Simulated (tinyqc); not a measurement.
Two-valley model of the transferred-electron effect: one step, computed by the program tinyqc. Command: `OMP_NUM_THREADS=1 python tinyqc.py 3014368 3014369 out.jsonl gunn walk`. One thread of a shared host (Intel(R) Xeon(R) Processor @ 2.30GHz), about 0.01 s of CPU time with the checks.

Both kinds of valley share one electron temperature T_e, and each has a constant mobility.

Question. Equilibrium. Density-of-states ratio R = Z (m2/m1)^(3/2); n2/n1 = R exp(-dE/(k_B T_e)); mean mobility mu = (mu1 + mu2 n2/n1)/(1 + n2/n1); energy balance e mu F^2 = (3/2) k_B (T_e - T)/tau_E; v = mu F.

Inputs (values chosen for the exercise, modelled on CdTe):

| quantity | value | unit |
|---|---|---|
| central-valley mass m1 | 0.094 | m_0 |
| satellite-valley mass m2 | 0.31 | m_0 |
| satellite valleys Z | 4 | - |
| valley separation dE | 0.53 | eV |
| central-valley mobility mu1 | 990 | cm^2/(V s) |
| satellite-valley mobility mu2 | 87 | cm^2/(V s) |
| lattice temperature T | 300 | K |

Solver: damped fixed point.

Constants: k_B = 8.617333262e-05 eV/K.

Give: R; n2/n1 without field; low-field mobility.

Answer.

R = 23.96

n2/n1 without field = 2.991e-08

low-field mobility = 990.0 cm^2/(V s)

dE is 20.5 k_B T, so the satellites are empty without field.
